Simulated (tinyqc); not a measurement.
Classical Heisenberg spin chain: exact results, Metropolis, heat-bath and over-relaxation steps, and a Monte Carlo run: one step, computed by the program tinyqc. Command: `OMP_NUM_THREADS=1 python tinyqc.py 3130542 3130543 out.jsonl heismc walk`. One thread of a shared host (Intel(R) Xeon(R) Processor @ 2.30GHz), about 0.2 s of CPU time with the checks.

E = -J sum_i s_i . s_(i+1) for unit vectors s_i on an open chain; K = J/(k_B T).

Problem. Exact results. Each bond angle is independent, so u = <s_i . s_(i+1)> = coth K - 1/K, <s_i . s_(i+n)> = u^n, correlation length xi = -1/ln|u|, energy per bond -J u, heat capacity per bond c/k_B = 1 - K^2/sinh^2 K, and for the long chain chi = mu^2 (1 + u)/(3 k_B T (1 - u)) per spin.

Inputs (values chosen for the exercise, for a model chain of large moments): coupling J = 7.3 meV; temperature T = 49 K; moment mu = 2.6 mu_B.

Constants: k_B = 8.617333262e-05 eV/K; mu_B = 5.7883818060e-05 eV/T.

Give: K; u; xi; energy per bond; heat capacity; chi over the Curie value; chi.

Solution.

K = 1.729

u = 0.4866

xi = 1.388 sites

energy per bond = -3.552 meV

heat capacity = 0.5985 k_B/bond

chi over the Curie value = 2.896

chi = 0.08945 mu_B/T per spin
